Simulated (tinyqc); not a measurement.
Stillinger-Weber potential for a tetrahedral semiconductor. Inputs raised by 2 %, one at a time. Computed by tinyqc, a small Python program. Command: `OMP_NUM_THREADS=1 python tinyqc.py 3028234 3028235 out.jsonl swsi sens`. One thread of a shared host (Intel(R) Xeon(R) Processor @ 2.30GHz), about 0.08 s of CPU time with the checks.

With x = r/sigma: pair term eps A (B x^-4 - 1) exp(1/(x - a)); for each pair of neighbours j, k of atom i, three-body term eps lambda exp(gamma/(x_ij - a) + gamma/(x_ik - a)) (cos theta_jik + 1/3)^2; both vanish beyond x = a. A = 7.049556277, B = 0.6022245584, a = 1.8.

Inputs (values chosen for the exercise, modelled on silicon):
```
quantity                    value      unit
energy scale eps              2.2        eV
length scale sigma          2.086  angstrom
three-body strength lambda   20.9         -
gamma                         1.2         -
```

Constants: 1 eV/angstrom^3 = 160.2176634 GPa.

Method. All angles are tetrahedral, so only the pair term acts; its minimum lies at x = 2^(1/6) with depth eps, and second neighbours lie beyond the cut-off. a0 = 4 d/sqrt3; E = -2 eps per atom. Second derivatives of the energy per atom, volume a0^3/8: e_xx gives C11, e_xx = -e_yy gives 2 (C11 - C12), e_xy = e_yx = h/2 gives the unrelaxed C44(0). Under that shear the second sublattice shifts by u_z; minimising over u_z gives C44 = C44(0) - E_hu^2/(E_uu V) and Kleinman's zeta = |E_hu/E_uu|/(a0/4). The optical force constant is k = 4 E_uu, with M omega^2 = k at the zone centre.

Runs:
```
input moved                     from       to  C11 (GPa)  C44 (GPa)  internal strain zeta  optical force constant k (eV/angstrom^2)
base run                           -        -     155.41     57.819               0.63028                                    37.358
energy scale eps (eV)            2.2    2.244     158.52     58.976               0.63028                                    38.105
length scale sigma (angstrom)  2.086  2.12772     146.45     54.484               0.63028                                    35.907
three-body strength lambda      20.9   21.318     156.44     58.686               0.62474                                    37.542
gamma                            1.2    1.224     151.91     54.788               0.64966                                    36.728
```

Exponents ln(y'/y) / ln(x'/x):
```
input                          C11     C44  internal strain zeta  optical force constant k
energy scale eps             1.000   1.000                 0.000                     1.000
length scale sigma          -3.000  -3.000                 0.000                    -2.000
three-body strength lambda   0.331   0.752                -0.446                     0.248
gamma                       -1.150  -2.719                 1.529                    -0.859
```

Which inputs matter most for each result?

Among the inputs moved here: C11 answers most in size to length scale sigma (exponent -3.000), next to gamma (-1.150). Its exponent +1.000 in energy scale eps: eps sets the scale. Its exponent -3.000 in length scale sigma: energy over volume. C44 answers most in size to length scale sigma (exponent -3.000), next to gamma (-2.719). Its exponent -3.000 in length scale sigma: energy over volume. Internal strain zeta answers most in size to gamma (exponent +1.529), next to three-body strength lambda (-0.446); its exponent is below 0.0005 for energy scale eps, length scale sigma. Its exponent 0.000 in energy scale eps: zeta depends only on the ratio of bending to stretching stiffness. Optical force constant k answers most in size to length scale sigma (exponent -2.000), next to energy scale eps (+1.000). Its exponent -2.000 in length scale sigma: energy over length squared.

Caution (all rows): the original fit to silicon is too soft in shear (C44) and too stiff for the optical mode.
